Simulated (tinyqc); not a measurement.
Resonant-tunnelling diode, transfer matrices and Tsu-Esaki current: two steps of the calculation.

Emitter (band edge 0), barrier d1, well Lw, barrier d2, spacer ds, collector (edge -V). The bias drops linearly over these layers and none in the contacts; each layer is cut into ns equal slices, flat at the value of their centres. E is the energy of motion across the layers, C = hbar^2/(2 m0), psi and psi'/m are continuous. Transport is coherent, T(E) is taken as independent of the transverse momentum, and charge in the well is ignored.

Values chosen for this exercise; masses and offsets close to those of InGaAs wells and InAlAs barriers:

| symbol | value | unit | meaning |
|---|---|---|---|
| T | 300 | K | temperature |
| mw | 0.042 | m0 | mass in the well, spacer and contacts |
| U1 | 0.53 | eV | barrier height |
| m1 | 0.075 | m0 | barrier mass |
| d1 | 2.6 | nm | emitter barrier |
| Lw | 5.1 | nm | well width |
| d2 | 2.6 | nm | collector barrier |
| ns | 3 |  | slices in each layer |
| ds | 2.1 | nm | undoped spacer after the collector barrier |
| Ef | 0.054 | eV | Fermi energy of both contacts above their band edges |
| V | 0.19 | V | bias of the collector |

Constants: q = 1.602176634e-19 C, kB = 1.380649e-23 J/K, hbar = 1.054571817e-34 J s, m0 = 9.1093837015e-31 kg, Vt = kB T/q. Results are converted to the units shown.

Problem 1. Slices under bias. U = edge of the layer - V x/Lt at the centre x of each slice, Lt the summed thickness.

Wanted: U; m; width.

Solution 1.

U, slice 0 to 11 (eV): [0.52336, 0.51008, 0.49680, -0.05286, -0.07891, -0.10496, 0.40538, 0.39210, 0.37882, -0.16319, -0.17391, -0.18464]
m, slice 0 to 11 (m0): [0.075, 0.075, 0.075, 0.042, 0.042, 0.042, 0.075, 0.075, 0.075, 0.042, 0.042, 0.042]
width, slice 0 to 11 (nm): [0.86667, 0.86667, 0.86667, 1.7000, 1.7000, 1.7000, 0.86667, 0.86667, 0.86667, 0.70000, 0.70000, 0.70000]

Problem 2. Current from the resonance alone. J = J0 times the integral over E > 0 of T(E) N(E), N = ln[(1 + exp((Ef - E)/Vt))/(1 + exp((Ef - V - E)/Vt))], J0 = q^2 mw m0 kB T/(2 pi^2 hbar^3) (times 1e-4 for A/cm^2 per eV). For a sharp resonance J = J0 (pi G/2) Tp N(Er), with Er the peak energy, Tp the peak transmission and G the full width at half maximum (in eV). The three values given are estimates from a parabola through three points of 1/T(E).

Er = 0.042065422 eV
Tp = 0.68280051
G = 2.7987425 meV

Find: J0; N(Er); J.

Solution 2.

J0 = 1.7571e7 A/(cm^2 eV)
N(Er) = 0.94936
J = 50.074 kA/cm^2

The full integral over T(E) gives 48.46 kA/cm^2; the value above is 3.3 % above it.

Program tinyqc, `OMP_NUM_THREADS=1 python tinyqc.py 2600106 2600107 out.jsonl`; Intel Xeon 2.30GHz, shared host, one thread, about 0.4 s.
